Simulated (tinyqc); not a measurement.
Classical Heisenberg spin chain: exact results, Metropolis, heat-bath and over-relaxation steps, and a Monte Carlo run. Changing the temperature T. Computed by tinyqc, a small Python program. Command: `OMP_NUM_THREADS=1 python tinyqc.py 3130036 3130037 out.jsonl heismc sweep`. One thread of a shared host (Intel(R) Xeon(R) Processor @ 2.30GHz), about 0.01 s of CPU time with the checks.

E = -J sum_i s_i . s_(i+1) for unit vectors s_i on an open chain; K = J/(k_B T).

Inputs (values chosen for the exercise, for a model chain of large moments): coupling J = 5.6 meV; moment mu = 5.4 mu_B.

Constants: k_B = 8.617333262e-05 eV/K; mu_B = 5.7883818060e-05 eV/T.

Method. Each bond angle is independent, so u = <s_i . s_(i+1)> = coth K - 1/K, <s_i . s_(i+n)> = u^n, correlation length xi = -1/ln|u|, energy per bond -J u, heat capacity per bond c/k_B = 1 - K^2/sinh^2 K, and for the long chain chi = mu^2 (1 + u)/(3 k_B T (1 - u)) per spin.

One run for each value:
```
temperature T (K)  chi (mu_B/T per spin)  xi (sites)  heat capacity (k_B/bond)        u
3.36                          7.3222e+01      18.836                    1.0000  0.94830
5.79                          2.4185e+01      10.716                    1.0000  0.91090
9.97                          7.8824e+00       6.004                    0.9996  0.84659
17.20                         2.5002e+00       3.268                    0.9701  0.73637
29.60                         8.0441e-01       1.777                    0.7551  0.56960
50.90                         2.8921e-01       1.049                    0.4034  0.38550
87.70                         1.2106e-01       0.697                    0.1646  0.23841
260.00                        2.9656e-02       0.402                    0.0206  0.08297
448.00                        1.6053e-02       0.330                    0.0070  0.04828
```

Give the missing row, temperature T (K) = 151.00.

Computed row:
```
temperature T (K)  chi (mu_B/T per spin)  xi (sites)  heat capacity (k_B/bond)        u
151.00                        5.7517e-02       0.512                    0.0595  0.14171
```

Interpolating between the two neighbouring rows (the first column on a logarithmic scale, the others too where they are positive) misses most in chi (mu_B/T per spin), by 4.2 %. Over the rows, chi (mu_B/T per spin) falls from 73.2 to 0.0161 (exponent d ln y / d ln x -2.0 between the first rows and -1.1 between the last); xi (sites) falls from 18.8 to 0.330 (exponent d ln y / d ln x -1.0 between the first rows and -0.36 between the last); heat capacity (k_B/bond) falls from 1.00 to 0.00698. At the low end the exponent of chi is -2.04, close to -2: chi goes as xi/T with xi as 1/T. At the low end the exponent of xi is -1.04, close to -1: xi grows as K.
